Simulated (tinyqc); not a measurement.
Fitting sp3s* parameters to three gaps by Newton steps: one step. The first Newton step. The numbers come from values chosen for the exercise (near a published set for GaAs, fitted to gaps, whose masses and valley positions are rough).

J:
```
            Esa      Vxapc     Vscpa
Gamma  0.297421   0.000000  0.000000
X      0.106910  -0.853569  0.000000
L      0.147109  -0.228700  0.332727
```

target less gap (eV): Gamma -0.057991, X 0.057901, L 0.012217

Question. Solve J dp = target less gap; the columns of J are Esa, Vxapc and Vscpa.

Give: dp.

Answer.

dp (eV): Esa -0.195, Vxapc -0.092, Vscpa 0.060

Program tinyqc; command `OMP_NUM_THREADS=1 python tinyqc.py 1481537 1481538 out.jsonl`; about 0.2 s on one thread of a shared Intel(R) Xeon(R) Processor @ 2.30GHz.
